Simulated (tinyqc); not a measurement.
# Round nanowire with a gate all round, subbands and threshold shift from confinement: two studies

Undoped body with a flat potential across it, hard walls, transport along x. One isotropic valley (g = 1, mx = my = mz = me). Non-parabolicity enters the subband edges through E (1 + al E) = gamma, so E = 2 gamma/(1 + sqrt(1 + 4 al gamma)); motion within a subband is taken as parabolic with the band-edge mass. Energies are counted from the bulk band edge.

Parameters, values chosen for the exercise; masses close to those of In0.53Ga0.47As:
```
symbol,value,unit,meaning
T,300,K,temperature
me,0.0412,m0,mass at the band edge
al,1.3,1/eV,non-parabolicity
t,4.4,nm,diameter
dl,0.3,nm,widening of the box by penetration into the insulator
Cg,3.7,uF/cm^2,gate capacitance per area of interface
```

Constants: q = 1.602176634e-19 C, kB = 1.380649e-23 J/K, hbar = 1.054571817e-34 J s, m0 = 9.1093837015e-31 kg, Vt = kB T/q, hbar^2/(2 m0) = 0.0380998212 eV nm^2. Results are converted to the units shown.

Each table varies one quantity; the others keep the values above.

## Confinement against the diameter

gamma = C (2 z/(t + dl))^2 (1/my + 1/mz)/2, z the zeros of the Bessel functions J_l (2.404826, 3.831706, 5.135622, 5.520078, ...), twofold for l > 0; the mean inverse mass is an approximation for anisotropic valleys, C = hbar^2/(2 m0). Each subband has N_k = g sqrt(2 mx m0 kB T/(pi hbar^2)); without degeneracy n = exp(EF/Vt) sum N_k exp(-E_k/Vt). Classical value Nc times pi t^2/4, Nc = sum over valleys of 2 g (m m0 kB T/(2 pi hbar^2))^1.5 with m = (mx my mz)^(1/3). Threshold shift dVT = Vt ln(classical value/sum N_k exp(-E_k/Vt)). With degeneracy n = sum N_k F((EF - E_k)/Vt), F(x) = (1/sqrt(pi)) int_0^infinity u^(-1/2) du/(1 + exp(u - x)); gate: Vg = EF + q n/(Cg P), P = pi t, summed over the 60 lowest subbands at most, with Vg counted from the value that would put EF at the bulk band edge of an empty body. The last two columns are for Vg = 0.7 V; sensitivity d(dVT)/dt by central differences between 0.99 and 1.01 times the value.

Result of one run:
```
t (nm)  E_1 (meV)  gap to the next edge (meV)  dVT (mV)  sensitivity (mV/nm)  n/P (cm^-2)  share of the lowest subband (%)
7.7         251.8                       258.4     193.2               -43.79     2.866e12                            54.21
```

What becomes of these results when the diameter t is changed from 7.7 to 6.1 nm, all else the same?

Result of the changed run:
```
t (nm)  E_1 (meV)  gap to the next edge (meV)  dVT (mV)  sensitivity (mV/nm)  n/P (cm^-2)  share of the lowest subband (%)
6.1         356.8                       339.3     286.1               -76.20     1.821e12                            97.13
```

The whole series:
```
t (nm)  E_1 (meV)  gap to the next edge (meV)  dVT (mV)  sensitivity (mV/nm)  n/P (cm^-2)  share of the lowest subband (%)
3           903.4                       708.0     796.1               -338.3      3.828e8                            100.0
3.8         676.9                       561.2     581.8               -211.3     4.966e11                            100.0
4.8         498.9                       440.9     415.8               -129.6     1.571e12                            100.0
6.1         356.8                       339.3     286.1               -76.20     1.821e12                            97.13
7.7         251.8                       258.4     193.2               -43.79     2.866e12                            54.21
9.8         171.5                       190.5     125.3               -23.48     3.495e12                            37.71
12          122.0                       144.5     86.17               -13.27     4.296e12                            25.54
16          73.49                       94.31     51.35               -5.537     5.308e12                            15.60
20          48.81                       65.88     35.56               -2.792     6.103e12                            10.72
```

As t grows from 3 to 20 nm, E_1 falls from 903 to 48.8 meV and dVT falls from 796 to 35.6 mV. E_1 goes as t^(-1.22) at the thin end (-2 for a parabolic band without penetration); a thickness error of 0.2 nm moves the threshold by 68 mV in the first row and 0.56 mV in the last. The charge per interface area rises from 3.83e8 to 6.10e12 cm^-2. For t = 7.7, 9.8, 12, 16, 20 the charge in the last two columns would bend the potential across the body noticeably, which is left out.

## Charge and subband filling against gate voltage

Same model as above.

Each subband has N_k = g sqrt(2 mx m0 kB T/(pi hbar^2)). Cq = q dn/dEF.

Charge and subband filling against gate voltage:
```
Vg (V)  EF - E_1 (eV)  n (cm^-1)  n/P (cm^-2)  share of the lowest subband (%)  Cq/(Cg P)  total C/(Cg P)
0.41          -0.1504       2802      2.027e9                            100.0   0.003388        0.003376
0.53         -0.03647    1.970e5     1.425e11                            100.0     0.2051          0.1702
0.66          0.05491    1.430e6     1.034e12                            100.0     0.4702          0.3198
0.78           0.1426    2.460e6     1.780e12                            100.0     0.2896          0.2245
0.91           0.2471    3.275e6     2.369e12                            99.99     0.2121          0.1750
1.03           0.3474    3.903e6     2.824e12                            99.75     0.1892          0.1591
1.16           0.4481    4.840e6     3.501e12                            91.44     0.5832          0.3684
1.28           0.5100    6.695e6     4.843e12                            70.54      1.165          0.5382
1.41           0.5733    8.824e6     6.384e12                            56.75     0.8971          0.4729
```

What does the table show?

EF passes E_1 = 0.560 eV at Vg = 0.578 V. The share of the lowest subband falls from 100 to 56.8 % and the total capacitance moves up and down between 0.00338 and 0.538 of Cg P. In the last row 49 % of an added gate voltage goes into raising EF (from the last two rows).

Range of the model: Non-parabolicity also makes carriers heavier within each subband, which is left out, so densities of states are understated at high energy.

Numbers from tinyqc (`OMP_NUM_THREADS=1 python tinyqc.py 2350099 2350100 out.jsonl`; about 0.1 s on one thread of a shared Intel Xeon 2.30GHz).
